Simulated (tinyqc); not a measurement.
Peak against initial coverage: adsorption as a lattice gas: isotherms with interactions, competition, desorption peaks and saturation dose. Computed by tinyqc, a small Python program. Command: `OMP_NUM_THREADS=1 python tinyqc.py 3022052 3022053 out.jsonl adsorb walk`. One thread of a shared host (Intel(R) Xeon(R) Processor @ 2.30GHz), about 0.2 s of CPU time with the checks.

One adsorbate per site; a molecule needs 2 empty sites. Gas and surface have the same temperature.

Inputs (values chosen for the exercise, for a model surface):
```
quantity,value,unit
desorption energy E,0.817,eV
prefactor nu,4.2e+14,1/s
pair energy w (positive repels),-0.021,eV
neighbours z,4,-
heating rate beta,5.5,K/s
```

Adsorption: dissociative (second order).

Constants: k_B = 8.617333262e-05 eV/K.

Method. Heating at the rate beta: d theta/dT = -(nu/beta) theta^2 exp(-[E - 2 z w theta]/(k_B T)). Integrated numerically (relative tolerance 1e-9); T_p is the maximum of the rate.

Peak temperatures (K):
```
theta_0,w = 0,with w
0.1,296.76,301.72
0.3,287.46,301.65
0.5,283.32,306.33
0.7,280.66,312.24
0.9,278.71,318.77
```

Without interaction the peak moves down by 18.0 K, the mark of second order; with w it moves by +17.1 K.

Extremes, crossings and ranges named in words are read from the listed rows.
